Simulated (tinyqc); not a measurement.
# Input admittance of a MOSFET at zero drain bias: distributed channel and distributed gate: input impedance against frequency

Source and drain grounded, strong inversion, w = 2 pi f, Cox = eps0 eox/tox. The channel is an RC line of resistance 1/(mu Cox Vo) per square fed from both ends, so one finger has the intrinsic admittance y = i w Cox L tanh(g)/g per width, g = (1/2) sqrt(i w tau), tau = L^2/(mu Vo). The vertical resistance rv/L is in series with y, the overlaps 2 i w Cov in parallel: y_t = 1/(1/y + rv/L) + 2 i w Cov. The gate strip is a line of Rsh/L per length loaded by y_t, so a finger has Y = y_t Wf tanh(k)/k, k = (Wf/sd) sqrt(y_t Rsh/L); the device has Nf Y.

Low-frequency limits, with c = Cox L and ct = c + 2 Cov: R_strip = Rsh Wf/(3 sd^2 L Nf), R_ch = (c/ct)^2 L/(12 mu Cox Vo Wf Nf), R_vert = (c/ct)^2 rv/(L Wf Nf), C = ct Wf Nf. Z = 1/(Nf Y) = R + 1/(i w C), Q = |Im Z|/R, far-point signal |1/cosh k|.

Values chosen for this exercise; values of the order met in silicon radio-frequency transistors:
- eox = 3.9 (relative permittivity of the gate insulator (close to silicon dioxide))
- tox = 2.3 nm (insulator thickness)
- L = 0.072 um (channel length)
- Wf = 1.4 um (finger width)
- Nf = 1 (number of fingers)
- mu = 350 cm^2/(V s) (channel mobility)
- Vo = 0.27 V (gate overdrive)
- Rsh = 21 ohm/square (sheet resistance of the gate)
- rv = 0 ohm um^2 (vertical resistivity of the gate stack)
- sd = 1 (number of ends at which a finger is contacted)
- Cov = 0.2 fF/um (overlap and fringe capacitance on each side)

Constants: eps0 = 8.8541878128e-14 F/cm where lengths are in cm. Results are converted to the units shown.

The same in every row: low-frequency R (ohm) = 152.2.

Input impedance against frequency:
```
f (GHz)     w tau      |k|  R (ohm)  C (fF)      Q  signal at the far point
0.5      0.001723  0.05157    152.2   2.073   1009                    1.000
1        0.003447  0.07294    152.2   2.073  504.3                    1.000
2        0.006894   0.1031    152.2   2.073  252.2                    1.000
5         0.01723   0.1631    152.2   2.073  100.9                   0.9999
10        0.03447   0.2306    152.2   2.073  50.44                   0.9997
30         0.1034   0.3995    152.2   2.072  16.82                   0.9974
60         0.2068   0.5649    152.1   2.068  8.432                   0.9897
100        0.3447   0.7292    151.9   2.060  5.088                   0.9720
300         1.034    1.260    149.2   1.963  1.811                   0.8078
```

What does the comparison show?

R falls from 152 to 149 ohm and C falls from 2.07 to 1.96 fF. Q goes as f^(-1.00) between the first two rows and f^(-0.94) between the last two, where w tau = 1.03 and |k| = 1.26. The low-frequency limits hold both R and C within 5 % up to f = 100 GHz among the rows.

Computed by the program tinyqc: `OMP_NUM_THREADS=1 python tinyqc.py 2262019 2262020 out.jsonl`, one thread of a shared Intel Xeon 2.30GHz, about 0.01 s for the whole run.
